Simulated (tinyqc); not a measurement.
Classical nucleation, growth and JMAK kinetics of crystallisation from a melt or glass: one step, computed by the program tinyqc.

A spherical nucleus with a sharp interface of isotropic energy gamma; lambda = Omega^(1/3) is the jump distance.

Task: Fraction transformed and grain size. JMAK with steady nucleation and growth, nuclei spread at random: extended fraction X_e = (pi/3) I u^3 t^4, X = 1 - exp(-X_e); t_X = [-3 ln(1 - X)/(pi I u^3)]^(1/4); final grains per volume = Gamma(5/4) (3/pi)^(1/4) (I/u)^(3/4), Gamma(5/4) = 0.9064024771. Grain size = (grains per volume)^(-1/3).

Inputs (values chosen for the exercise, for a model substance): temperature T = 984 K; time t = 1.1e-05 s.

Nucleation: homogeneous. Driving force: Turnbull (linear).

nucleation rate I = 7.036122e+29 1/(m^3 s)

growth velocity u = 9.898459e-05 m/s

Give: extended fraction; fraction X at t; half time t_0.5; grains per volume; grain size.

Result:

extended fraction = 0.01046

fraction X at t = 0.01041

half time t_0.5 = 3.138e-05 s

grains per volume = 2.194e+25 1/m^3

grain size = 0.003572 micrometre

t is 0.35 half times: the change is under way.
